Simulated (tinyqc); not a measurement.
Photoconductance decay in a wafer: bulk and surface recombination modes, and iron detection by pair splitting: one step, computed by the program tinyqc. Command: `OMP_NUM_THREADS=1 python tinyqc.py 3113020 3113021 out.jsonl pcd walk`. One thread of a shared host (Intel(R) Xeon(R) Processor @ 2.30GHz), about 0.01 s of CPU time with the checks.

Both faces of the wafer have the same S; injection is low and all coefficients are constant. x runs from -W/2 to W/2.

Problem. Effective lifetime. Even modes cos(a x) obey b tan b = S W/(2 D) with b = a W/2, odd modes sin(a x) obey -b cot b = S W/(2 D); each decays at the rate 1/tau_b + D a^2. tau_eff is the decay time of the first mode. The surface time is 1/(D a^2) of that mode; shortcuts for it are W/(2 S), W^2/(pi^2 D) and their sum, whose error is sum/surface time - 1.

Inputs (values chosen for the exercise, modelled on p-type silicon): thickness W = 725 micrometre; diffusivity D = 27.7 cm^2/s; bulk lifetime tau_b without iron = 5.4 microsecond; surface recombination velocity S = 3.6 cm/s.

Give: tau_eff; surface time; W/(2 S); W^2/(pi^2 D); error of the sum; tau_eff/tau_b.

Solution.

tau_eff = 5.397 microsecond

surface time = 10085 microsecond

W/(2 S) = 10069 microsecond

W^2/(pi^2 D) = 19.23 microsecond

error of the sum = 0.03380 %

tau_eff/tau_b = 0.9995

The surfaces are slow against diffusion, so W/(2 S) is the larger part. tau_eff is within 0.054 % of tau_b.
